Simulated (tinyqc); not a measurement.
# Worked calculation: thin film between two gates, subbands and threshold shift from confinement

Program tinyqc, `OMP_NUM_THREADS=1 python tinyqc.py 2350096 2350097 out.jsonl`; Intel Xeon 2.30GHz, shared host, one thread, about 0.02 s. Printed values are rounded.

Undoped body with a flat potential across it, hard walls, transport along x. One isotropic valley (g = 1, mx = my = mz = me). Non-parabolicity enters the subband edges through E (1 + al E) = gamma, so E = 2 gamma/(1 + sqrt(1 + 4 al gamma)); motion within a subband is taken as parabolic with the band-edge mass. Energies are counted from the bulk band edge.

Inputs (values chosen for the exercise); masses close to those of InAs:

| symbol | value | unit | meaning |
|---|---|---|---|
| T | 400 | K | temperature |
| me | 0.0228 | m0 | mass at the band edge |
| al | 2.8 | 1/eV | non-parabolicity |
| t | 7 | nm | film thickness (along z) |
| dl | 0.3 | nm | widening of the box by penetration into the insulator |

Constants: q = 1.602176634e-19 C, kB = 1.380649e-23 J/K, hbar = 1.054571817e-34 J s, m0 = 9.1093837015e-31 kg, Vt = kB T/q, hbar^2/(2 m0) = 0.0380998212 eV nm^2. Results are converted to the units shown.

Range of the model: Non-parabolicity also makes carriers heavier within each subband, which is left out, so densities of states are understated at high energy. Levels near or above 1 eV lie beyond real barriers and upper valleys; they are listed for the hard-wall model only.

## Lowest subbands

gamma = C (pi k/(t + dl))^2/mz, C = hbar^2/(2 m0). List the 4 lowest, labelled by quantum numbers, with degeneracy g and N_k: N_k = g sqrt(mx my) m0 kB T/(pi hbar^2).

| subband | E_k (eV) | g | N_k (cm^-2) |
|---|---|---|---|
| 1 | 0.198813 | 1 | 3.28295e11 |
| 2 | 0.509914 | 1 | 3.28295e11 |
| 3 | 0.834674 | 1 | 3.28295e11 |
| 4 | 1.16321 | 1 | 3.28295e11 |

## Threshold shift

Each subband has N_k = g sqrt(mx my) m0 kB T/(pi hbar^2); without degeneracy n = exp(EF/Vt) sum N_k exp(-E_k/Vt). Classical value Nc times t, Nc = sum over valleys of 2 g (m m0 kB T/(2 pi hbar^2))^1.5 with m = (mx my mz)^(1/3). Threshold shift dVT = Vt ln(classical value/sum N_k exp(-E_k/Vt)). Use the subbands listed.

shares, subband 1 to 4 (%): [99.9880, 0.0120, 0.0000, 0.0000]
sum N_k exp(-E_k/Vt) = 1.02657e9 cm^-2
Nc = 1.33009e17 cm^-3
classical value = 9.31066e10 cm^-2
dVT = 155.371 mV

With all subbands dVT = 155.4 mV. The lowest edge lies at 199 meV; dVT is smaller than that, since sum N_k exp(-(E_k - E_1)/Vt) exceeds the classical value.
